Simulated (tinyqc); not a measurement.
First phase against the interface composition: thermodynamics of metal silicides: hull, first phase, silicon consumed, nucleation and stability against SiO2. Computed by tinyqc, a small Python program. Command: `OMP_NUM_THREADS=1 python tinyqc.py 3001482 3001483 out.jsonl silphase walk`. One thread of a shared host (Intel(R) Xeon(R) Processor @ 2.30GHz), about 0.01 s of CPU time with the checks.

Entropies of formation of the solids are neglected, so heats stand for free energies. Si fractions: M2Si 0.3333, MSi 0.5000, MSi2 0.6667.

Inputs (values chosen for the exercise, for a model metal): heat of formation of M2Si = -48.6 kJ/mol atoms; heat of formation of MSi = -49.2 kJ/mol atoms; heat of formation of MSi2 = -22.3 kJ/mol atoms.

Phases: M2Si, MSi, MSi2.

Method. Effective heat of formation: at the interface the mixture has the Si fraction x_e; the limiting element scales the heat, H_eff = H x_e/x if x_e < x, H (1 - x_e)/(1 - x) otherwise. The rule names the most negative as the first phase; its restriction to congruently melting phases is left out here.

H_eff (kJ/mol atoms):
```
x_e      M2Si      MSi     MSi2  first phase
0.10  -14.580   -9.840   -3.345         M2Si
0.20  -29.160  -19.680   -6.690         M2Si
0.30  -43.740  -29.520  -10.035         M2Si
0.36  -46.656  -35.424  -12.042         M2Si
0.42  -42.282  -41.328  -14.049         M2Si
0.48  -37.908  -47.232  -16.056          MSi
0.54  -33.534  -45.264  -18.063          MSi
0.60  -29.160  -39.360  -20.070          MSi
0.66  -24.786  -33.456  -22.077          MSi
0.75  -18.225  -24.600  -16.725          MSi
```

Each phase is a triangle with its apex at its own composition. In order of x_e the first phase is M2Si, then MSi. On either side of all three the ranking is that of H/x (Si-poor) or H/(1 - x) (Si-rich).
